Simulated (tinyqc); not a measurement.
Transmission against field: band-to-band tunnelling across a p-n junction in a two-band chain.

Sites alternate A at -Eg/2 and C at +Eg/2 with hopping -t; near the edges, with k counted from the zone boundary pi/a, E^2 = (Eg/2)^2 + (t a k)^2, so t = sqrt(c Eg/m)/a gives the mass m, c = hbar^2/2m0. In the gap cosh(q a) = 1 + (Eg^2/4 - e^2)/(2 t^2), e the energy from the local mid-gap. The potential is V0 = Eg + ov on the p side (left), 0 on the n side, and falls linearly over the 2N sites of the junction, V_j = V0 (1 - j/(2N + 1)), j = 1 to 2N, site 1 being A. E = Eg/2 + x ov. A half chain that ends on a site of level e1 with neighbour e2 has g = (1 + z)/(E - e1), z = exp(-/+ i k a) the root with Im g < 0, cos(k a) = (E - e1)(E - e2)/(2 t^2) - 1. S_L = t^2 g (ending on C, shifted by V0), S_R = t^2 g (starting on A). T = 4 Im(S_L) Im(S_R) |G_(1,2N)|^2.

Constants: hbar^2/2m0 = 3.80998211 eV angstrom^2.

Parameters, chosen for this exercise (gap and mass near those of InSb; not measured data):
- Eg = 0.186 eV (gap)
- m = 0.0142 m0 (mass of electron and light hole)
- a = 6 angstrom (period (two sites))
- ov = 0.38 eV (overlap: top of the valence band on the p side above the conduction edge on the n side)
- x = 0.23 (energy above the n-side conduction edge, as a share of ov)

N is varied at fixed V0 and E. WKB: exp(-2 I/F) with I = pi Eg^2/(8 t a), F = V0/((2N + 1) a/2); this is the Landau-Zener result for a uniform field.

Against N:

| N | F (MV/cm) | exponent | T, chain | T, WKB | ratio |
|---|---|---|---|---|---|
| 5 | 1.715 | 0.224 | 0.787 | 0.799 | 0.985 |
| 8 | 1.110 | 0.347 | 0.725 | 0.707 | 1.025 |
| 12 | 0.755 | 0.510 | 0.632 | 0.601 | 1.052 |
| 26 | 0.356 | 1.080 | 0.381 | 0.339 | 1.123 |
| 38 | 0.245 | 1.570 | 0.238 | 0.208 | 1.144 |
| 55 | 0.170 | 2.263 | 0.112 | 0.104 | 1.079 |
| 80 | 0.117 | 3.282 | 0.0377 | 0.0375 | 1.003 |

Give the missing row, N = 18, F (MV/cm) = 0.510.

Computed row:
```
N   F (MV/cm)  exponent  T, chain  T, WKB  ratio
18      0.510     0.754     0.507   0.470  1.077
```

T falls from 0.787 at 1.72 to 0.0377 at 0.12 MV/cm. ln T against 1/F has slope -0.414 MV/cm between the rows N = 38 and 80, against -2I = -0.385. The ratio to WKB stays between 0.99 (N = 5) and 1.14 (N = 38): the exponent decides, and the ratio holds the reflections where the field begins and ends and the lattice correction to q, which scales the exponent and so grows with N.

tinyqc: `OMP_NUM_THREADS=1 python tinyqc.py 1481522 1481523 out.jsonl`; about 0.01 s, one thread, shared Intel(R) Xeon(R) Processor @ 2.30GHz.
